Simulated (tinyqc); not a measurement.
Planar metal-insulator-metal capacitor: capacitance, non-linearity, leakage and relaxation: one step of the calculation.

A film between two metal electrodes, each interface adding a series capacitance ci. The small-signal permittivity is ek (1 + aq E^2); the field is found with the linear permittivity. Leakage J = J0 sinh(E/Ef). After a voltage step the film passes a relaxation current kr C V tt^(-nr), tt being the time in seconds.

Task. Planar capacitance, field and non-linearity. Planar film: Cf = eps0 ek/t, 1/C = 1/Cf + 2/ci, EOT = 3.9 eps0/C, effective permittivity C t/eps0, E = (V/t) C/Cf; quadratic coefficient [C(V)/C - 1]/V^2 with Cf (1 + aq E^2) in C(V).

Values chosen for this exercise; permittivity of the order of that of tantalum oxide:
- ek = 26.9 (relative permittivity of the film)
- t = 13 nm (film thickness)
- ci = 240 uF/cm^2 (capacitance of each electrode interface (dead layer and screening))
- aq = 0.0095 cm^2/MV^2 (quadratic field coefficient of the permittivity)
- V = 1.1 V (bias)
- J0 = 5.5e-11 A/cm^2 (leakage prefactor)
- Ef = 0.5 MV/cm (field for an e-fold rise of the leakage)

Constants: eps0 = 8.8541878128e-14 F/cm where lengths are in cm. Results are converted to the units shown.

Wanted: Cf; C; EOT; effective permittivity; E; quadratic coefficient; J.

Result.

Cf = 1.8321 uF/cm^2
C = 1.8046 uF/cm^2
EOT = 1.9135 nm
effective permittivity = 26.495
E = 0.83343 MV/cm
quadratic coefficient = 5371.0 ppm/V^2
J = 1.4043e-10 A/cm^2

The interfaces take 1.50 % of the voltage.

Program tinyqc, `OMP_NUM_THREADS=1 python tinyqc.py 2102041 2102042 out.jsonl`; Intel Xeon 2.30GHz, shared host, one thread, about 0.01 s.
